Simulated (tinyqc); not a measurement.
What moves the results: propagation of a band-gap error through k.p and effective-mass formulas. A value that a table varies takes the place of the one given here.

Chain, for a gap E (the reference Eg or another value), with Ep and Dso kept: 1/me = 1 + Ep (E + 2 Dso/3)/(E (E + Dso)); g* = 2 - 2 Ep Dso/(3 E (E + Dso)); g1(E) = g1 + (Ep/3)(1/E - 1/Eg), g2(E) = g2 + (Ep/6)(1/E - 1/Eg), light hole 1/(g1 + 2 g2), heavy hole 1/(g1 - 2 g2) along [100]; optical constant ei(E) = 1 + (ei - 1)(EP/(EP + E - Eg))^2, static e0(E) = ei(E) + e0 - ei.

Donor: R = Ry me/e0^2, a_B = a0 e0/me, Mott density (0.26/a_B)^3. Nc, Nv = 2 (m kT/(4 pi c))^(3/2), c = hbar^2/2m0, ni = sqrt(Nc Nv) exp(-E/2kT). Exciton: Ry mu/e0^2 with 1/mu = 1/me + g1(E). 1 angstrom^-3 = 1e24 cm^-3.

Constants: Ry = 13.60569312 eV; a0 (Bohr radius) = 0.5291772105 angstrom; kB = 8.617333262e-05 eV/K; hbar^2/2m0 = 3.80998211 eV angstrom^2.

Inputs chosen for the exercise (reference values near those of InP, gap at low temperature; the results hold for these values, not for the real material): Eg = 1.427 eV (gap at Gamma to the s-like level); Dso = 0.109 eV (spin-orbit splitting); Ep = 20.4 eV (Kane energy); g1 = 5.06 (Luttinger gamma1); g2 = 1.6 (gamma2); e0 = 12.72 (static dielectric constant); ei = 9.43 (optical dielectric constant); EP = 5.26 eV (mean (Penn) gap); mh = 0.56 m0 (density-of-states mass of the holes); T = 300 K (temperature); Eg2 = 0.642 eV (a wrong gap, of the size a semi-local functional can give).

## The size of the error

E = f Eg; ratios against f = 1.

Results:

| f | E (eV) | me ratio | light-hole ratio | e0 ratio | donor ratio | Mott ratio | g* | log10 ni ratio |
|---|---|---|---|---|---|---|---|---|
| 0.25 | 0.357 | 0.278 | 0.224 | 1.382 | 0.146 | 0.00818 | -6.922 | 8.57 |
| 0.40 | 0.571 | 0.429 | 0.366 | 1.283 | 0.261 | 0.0375 | -1.820 | 6.92 |
| 0.60 | 0.856 | 0.625 | 0.565 | 1.171 | 0.456 | 0.152 | 0.206 | 4.64 |
| 0.80 | 1.142 | 0.815 | 0.776 | 1.078 | 0.701 | 0.432 | 0.962 | 2.33 |
| 1.00 | 1.427 | 1.000 | 1.000 | 1.000 | 1.000 | 1.00 | 1.324 | 0.00 |
| 1.20 | 1.712 | 1.180 | 1.238 | 0.934 | 1.354 | 2.02 | 1.525 | -2.34 |
| 1.50 | 2.140 | 1.441 | 1.625 | 0.851 | 1.990 | 4.86 | 1.692 | -5.87 |
| 2.00 | 2.854 | 1.856 | 2.364 | 0.747 | 3.323 | 15.3 | 1.825 | -11.78 |

Between f = 0.8 and 1.2 the mean powers d ln(ratio)/d ln f are 0.91 for me, 1.15 for the light hole, -0.36 for e0, 1.62 for the donor energy and 3.80 for the Mott density; ni moves by -0.82 decades per 0.1 eV, against -0.1 eV/(2 kT ln 10) = -0.84 from the exponential alone, the rest coming from Nc through me^(3/4). g* changes sign between f = 0.40 and 0.60; the place of this zero hangs on remote bands, which are left out.

## What each input does

All at E = Eg2. Each row changes one parameter from the base and keeps the others.

Results:

| case | me (m0) | light hole (m0) | e0 | donor (meV) | exciton (meV) | log10 ni |
|---|---|---|---|---|---|---|
| base | 0.0320 | 0.0502 | 15.94 | 1.715 | 1.272 | 12.697 |
| Eg2 = 0.591 eV | 0.0297 | 0.0460 | 16.21 | 1.536 | 1.138 | 13.101 |
| Dso = 0.118 eV | 0.0321 | 0.0502 | 15.94 | 1.721 | 1.275 | 12.698 |
| Ep = 18.768 eV | 0.0347 | 0.0527 | 15.94 | 1.859 | 1.365 | 12.723 |
| g1 = 4.655 | 0.0320 | 0.0513 | 15.94 | 1.715 | 1.284 | 12.697 |
| EP = 4.839 eV | 0.0320 | 0.0502 | 16.30 | 1.639 | 1.216 | 12.697 |
| ei = 8.676 | 0.0320 | 0.0502 | 15.65 | 1.778 | 1.319 | 12.697 |
| mh = 0.605 m0 | 0.0320 | 0.0502 | 15.94 | 1.715 | 1.272 | 12.722 |
| T = 276 K | 0.0320 | 0.0502 | 15.94 | 1.715 | 1.272 | 12.174 |

The largest shifts from the base row, up to three for each result and ties (the steps differ in size, so this ranks the rows, not the parameters). me (m0): Ep +0.0027, Eg2 -0.0024, Dso +0.0001; unchanged at the printed digits by g1, EP, ei, mh and T. light hole (m0): Eg2 -0.0042, Ep +0.0025, g1 +0.0010; unchanged at the printed digits by Dso, EP, ei, mh and T. e0: EP +0.36, ei -0.29, Eg2 +0.27; unchanged at the printed digits by Dso, Ep, g1, mh and T. donor (meV): Eg2 -0.179, Ep +0.144, EP -0.076; unchanged at the printed digits by g1, mh and T. exciton (meV): Eg2 -0.134, Ep +0.094, EP -0.056; unchanged at the printed digits by mh and T. log10 ni: T -0.523, Eg2 +0.403, Ep +0.026; unchanged at the printed digits by g1, EP and ei.

tinyqc: `OMP_NUM_THREADS=1 python tinyqc.py 1880646 1880647 out.jsonl`; about 0.01 s, one thread, shared Intel(R) Xeon(R) Processor @ 2.30GHz.
